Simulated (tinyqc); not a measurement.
# Film thickness from the threshold shift

Inverse problem. Undoped body with a flat potential across it, hard walls, transport along x. One isotropic valley (g = 1, mx = my = mz = me). Non-parabolicity enters the subband edges through E (1 + al E) = gamma, so E = 2 gamma/(1 + sqrt(1 + 4 al gamma)); motion within a subband is taken as parabolic with the band-edge mass. Energies are counted from the bulk band edge. gamma = C (pi k/(t + dl))^2/mz, C = hbar^2/(2 m0). Each subband has N_k = g sqrt(mx my) m0 kB T/(pi hbar^2); without degeneracy n = exp(EF/Vt) sum N_k exp(-E_k/Vt). Classical value Nc times t, Nc = sum over valleys of 2 g (m m0 kB T/(2 pi hbar^2))^1.5 with m = (mx my mz)^(1/3). Threshold shift dVT = Vt ln(classical value/sum N_k exp(-E_k/Vt)). Find t and the lowest subband edge.

Inputs (values chosen for the exercise); masses close to those of GaAs:
```
symbol,value,unit,meaning
T,200,K,temperature
me,0.0676,m0,mass at the band edge
al,0.67,1/eV,non-parabolicity
dl,0.2,nm,widening of the box by penetration into the insulator
```

Constants: q = 1.602176634e-19 C, kB = 1.380649e-23 J/K, hbar = 1.054571817e-34 J s, m0 = 9.1093837015e-31 kg, Vt = kB T/q, hbar^2/(2 m0) = 0.0380998212 eV nm^2. Results are converted to the units shown.

dVT = 19.502260 mV

Solution. dVT is evaluated for trial values of t with all subbands; between 1.5 and 25 nm one value matches.

t = 14.40 nm
E_1 = 25.65 meV

Computed by the program tinyqc: `OMP_NUM_THREADS=1 python tinyqc.py 2350163 2350164 out.jsonl`, one thread of a shared Intel Xeon 2.30GHz, about 0.04 s for the whole run.
